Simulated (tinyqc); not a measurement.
Scale length and barrier from the threshold roll-off.

Inverse problem. For L well above Lambda the threshold falls by 2 m sqrt(A (A + Vds)) exp(-pi L/(2 Lambda)), A being the height of the source potential over the barrier top; the two values follow this form. Find Lambda and A.

Inputs (values chosen for the exercise): long-channel body factor m = 1; drain voltage Vds = 1 V.

threshold lowering at L = 26 and 41 nm (mV): 77.907757  12.284964

Answer. The ratio of the two values gives Lambda; the prefactor gives A (A + Vds), a quadratic with one positive root.

Lambda = 12.76 nm
A = 0.5800 V

tinyqc, about 0.01 s, one thread, Intel Xeon 2.30GHz (shared host): `OMP_NUM_THREADS=1 python tinyqc.py 2420096 2420097 out.jsonl`
